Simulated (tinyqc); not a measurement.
Inside a calculation. Model: one-diode model of a solar cell.

Computed by the program tinyqc: `OMP_NUM_THREADS=1 python tinyqc.py 2280034 2280035 out.jsonl`, one thread of a shared Intel Xeon 2.30GHz, about 0.01 s for the whole run. Printed values are rounded.

J is the current delivered and Vj = V + J Rs the junction voltage. J = X JL - J01 (exp(Vj/(n1 Vt)) - 1) - Vj/Rp. The photocurrent does not depend on voltage.

Parameters, values chosen for the exercise; values of the order met in cells of gallium arsenide: temperature T = 273 K; photocurrent at one sun JL = 27 mA/cm^2; concentration X = 1 suns; saturation current of the diode J01 = 1e-12 A/cm^2; ideality factor of the diode n1 = 1.78; series resistance Rs = 1.5 ohm cm^2; shunt resistance Rp = 10000 ohm cm^2; incident power at one sun Pin = 100 mW/cm^2.

Constants: q = 1.602176634e-19 C, kB = 1.380649e-23 J/K, Vt = kB T/q. Results are converted to the units shown.

## Starting value

Vj = n1 Vt ln(X JL/J01), the open-circuit voltage of the J01 term alone.

Vj at the start = 1.005802 V

## Iteration 1: new Vj

Maximum power: dP/dVj = f = J (1 + 2 Rs G) - G Vj = 0. G = -dJ/dVj = J01 exp(Vj/(n1 Vt))/(n1 Vt) + 1/Rp. H = dG/dVj; f' = -2 G - 2 Rs G^2 + (2 Rs J - Vj) H; Vj(new) = Vj - f/f'.

J = -0.1005802 mA/cm^2
G = 0.6448751 S/cm^2
H = 15.39759 S/(cm^2 V)
f = -648.9115 mA/cm^2
f' = -18.02891 S/cm^2
Vj after iteration 1 = 0.9698087 V

## Iteration 2: new Vj

As before.

J = 15.47226 mA/cm^2
G = 0.2730729 S/cm^2
H = 6.518744 S/(cm^2 V)
f = -236.6810 mA/cm^2
f' = -6.789208 S/cm^2
Vj after iteration 2 = 0.9349474 V

## Course of the iteration

Stop when the step is below 1e-10 V, or after 60 iterations.

Course of the iteration:

| iteration | Vj before the step (V) | step (V) |
|---|---|---|
| 1 | 1.005802 | -0.0360 |
| 2 | 0.9698087 | -0.0349 |
| 3 | 0.9349474 | -0.0296 |
| 4 | 0.9053060 | -0.0188 |
| 5 | 0.8864718 | -6.20e-3 |
| 6 | 0.8802698 | -5.39e-4 |
| 7 | 0.8797309 | -3.69e-6 |
| 8 | 0.8797272 | -1.72e-10 |
| 9 | 0.8797272 | 0 |

Converged in 9 iterations.

## Figures of merit

Jsc at V = 0, Voc at J = 0, the maximum power point where J (1 + 2 Rs G) = G Vj with G = -dJ/dVj; FF = Vmp Jmp/(Voc Jsc); efficiency Vmp Jmp/(X Pin). Empirical fill factor without parasitics FF0 = (v - ln(v + 0.72))/(v + 1), v = Voc/(n1 Vt).

Jsc = 26.99595 mA/cm^2
Voc = 1.005645 V
Vmp = 0.8413540 V
Jmp = 25.58212 mA/cm^2
FF = 0.7928149
efficiency = 21.52362 %
FF0 = 0.8317741

FF is 4.7 % below FF0. Removing one loss at a time changes the efficiency by: series resistance +0.99, shunt +0.07 points.
